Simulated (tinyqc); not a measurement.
From least active share back to mean dissociation barrier E_d: hydrogen passivation of interface dangling bonds: competing passivation and dissociation with distributed barriers. Computed by tinyqc, a small Python program. Command: `OMP_NUM_THREADS=1 python tinyqc.py 3023533 3023534 out.jsonl passiv inv`. One thread of a shared host (Intel(R) Xeon(R) Processor @ 2.30GHz), about 0.08 s of CPU time with the checks.

P_b + H2 gives P_bH + H at the rate k_f [H2]; P_bH gives P_b + H at the rate k_d. All defects start unpassivated. E_f and E_d are Gaussian and independent.

Inputs (values chosen for the exercise, close to those used for P_b centres at the silicon-oxide interface):
```
quantity                                      value          unit
passivation prefactor k_f0                  3.3e-07        cm^3/s
mean passivation barrier E_f                   1.57            eV
spread sigma_f                                0.064            eV
dissociation prefactor k_d0                 1.3e+12           1/s
spread sigma_d                                 0.09            eV
H2 in the oxide per atm, solubility factor  1.8e+18  1/(cm^3 atm)
hydrogen pressure p                               1           atm
anneal time t                                   410             s
```

Constants: k_B = 8.617333262e-05 eV/K.

Method:
- [H2] = solubility factor x p; a = k_f0 [H2] exp(-E_f/(k_B T)), d = k_d0 exp(-E_d/(k_B T)). For one pair of barriers the active share is y = [d + a exp(-(a + d) t)]/(a + d).
- Temperatures in kelvin are T(C) + 273.15.
- Average y over both Gaussians with 40 x 40 Gauss-Hermite points.
- Minimise the averaged y over T between 150 and 900 C: find where ln y is equal at T - 0.05 and T + 0.05 C; T is rounded to 0.1 C.

Question. A run gave the result below. Find the mean dissociation barrier E_d, known to lie between 2.2 and 3.3 eV.

least active share = 1.620373e-10

Answer.

Each step takes the trial c = (a f_b - b f_a)/(f_b - f_a), f being the result less the target and a, b, c the logarithms of the listed values; c replaces end b, the old b replaces a if the sign of f changed, and otherwise f_a is halved.

Scan of the range:
```
mean dissociation barrier E_d (eV)  least active share
2.20                                       2.29607e-04
2.35                                       2.02169e-05
2.52                                       1.38763e-06
2.69                                       1.02414e-07
2.88                                       5.98330e-09
3.08                                       3.23231e-10
3.30                                       1.40288e-11
```

False position (Illinois rule, in the logarithm of the input) inside the bracket:
```
step    end a    end b    trial  least active share
1     3.08000  3.30000  3.19280         6.41456e-11
2     3.08000  3.19280  3.13043         1.56483e-10
3     3.08000  3.13043  3.12428         1.70927e-10
4     3.13043  3.12428  3.12806         1.61889e-10
5     3.12428  3.12806  3.12800         1.62033e-10
6     3.12428  3.12800  3.12800         1.62041e-10
7     3.12800  3.12800  3.12800         1.62037e-10
```

Least active share falls at every point of a 13-point scan of the range (every second point is shown), so one value fits; it is bracketed by 3.08 and 3.30. Answer: mean dissociation barrier E_d = 3.128 eV.

Caution: a least active share below 1e-3 is a property of the model; measured passivation levels off well above it. Caution: atomic hydrogen, which both passivates and depassivates, and further passivation during cooling are left out.
